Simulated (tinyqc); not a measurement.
Length offset and series resistance from crossing lines.

Problem. R_total = Rs + k (L - dL)/Vo with constant Rs, dL and k. Find k, dL and Rs.

R_total at (L, Vo) = (50, 0.34), (100, 0.34), (50, 0.87) and (100, 0.87), L in nm and Vo in V (ohm um): 352.47059  617.17647  204.75862  308.20690

Solution. At each overdrive R is a straight line in L with slope k/Vo; the two lines cross at L = dL, R = Rs.

k = 1.800 ohm um V/nm
dL = 4.200 nm
Rs = 110.0 ohm um

tinyqc, about 0.04 s, one thread, Intel Xeon 2.30GHz (shared host): `OMP_NUM_THREADS=1 python tinyqc.py 2282072 2282073 out.jsonl`
